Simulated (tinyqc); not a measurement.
On-chip interconnect, size-dependent resistivity and RC delay: two steps of the calculation.

A rectangular line between two neighbours and two ground planes. Surface and grain-boundary scattering are added to the bulk resistivity as corrections; capacitances are parallel-plate values without fringing; inductance is ignored.

Parameters, values chosen for the exercise; metal values close to those of copper:
- rho0 = 1.7 uohm cm (bulk resistivity)
- lam = 40.6 nm (bulk mean free path)
- ps = 0 (specular share of surface scattering)
- Rg = 0.32 (reflection coefficient of grain boundaries)
- gr = 1 (grain size over the metal width)
- wd = 24 nm (drawn line width)
- AR = 1.8 (aspect ratio, height over width)
- tl = 1.8 nm (liner on both walls and the bottom, not conducting)
- sp = 36 nm (space to the neighbouring lines)
- hd = 50 nm (dielectric height to the planes above and below)
- ek = 2.2 (relative permittivity of the dielectric)
- Mf = 1 (Miller factor of the neighbours)
- Rd = 17000 ohm (driver resistance)
- dt = 18 ps (time step)

Constants: eps0 = 8.8541878128e-12 F/m. Results are converted to the units shown.

Problem 1. Resistivity, resistance and capacitance per length. Metal width x = wd - 2 tl, height y = AR wd - tl; grain boundaries (Mayadas-Shatzkes): al = (lam/(gr x)) Rg/(1 - Rg), g = 1/[1 - 3 al/2 + 3 al^2 - 3 al^3 ln(1 + 1/al)] - 1; surfaces (Fuchs-Sondheimer, thick limit): s = (3/8) lam (1 - ps)(1/x + 1/y); rho = rho0 (1 + g + s); r = rho/(x y); c = eps0 ek (2 wd/hd + 2 Mf AR wd/sp).

Wanted: x; y; al; g; s; rho; r; c.

Solution 1.

x = 20.400 nm
y = 41.400 nm
al = 0.93656
g = 1.2923
s = 1.1141
rho = 5.7908 uohm cm
r = 68.566 ohm/um
c = 0.065450 fF/um

Problem 2. Node voltages after a time step. A 1 V step is applied behind Rd at t = 0. C dv/dt = -G v + b, with G the conductance matrix of the ladder (1/Rs between neighbours, 1/Rd added at node 0) and b = (1 V/Rd, 0, ...). Backward Euler step: (C/dt + G) v(new) = (C/dt) v + b.

Rs = 1439.8824 ohm

```
node      C (fF)  v at t = 0 (V)
0     0.68722664               0
1      1.3744533               0
2      1.3744533               0
3      1.3744533               0
4      2.7872266               0
```

Give: v at t = 1 dt.

Solution 2.

v at t = 1 dt, node 0 to 4 (V): [0.20903, 0.15353, 0.11491, 0.08892, 0.07271]

Range of the model: The metal width is under the mean free path, where the thick-limit surface term and the simple sum of corrections lose accuracy.

Program tinyqc, `OMP_NUM_THREADS=1 python tinyqc.py 2100015 2100016 out.jsonl`; Intel Xeon 2.30GHz, shared host, one thread, about 0.01 s.
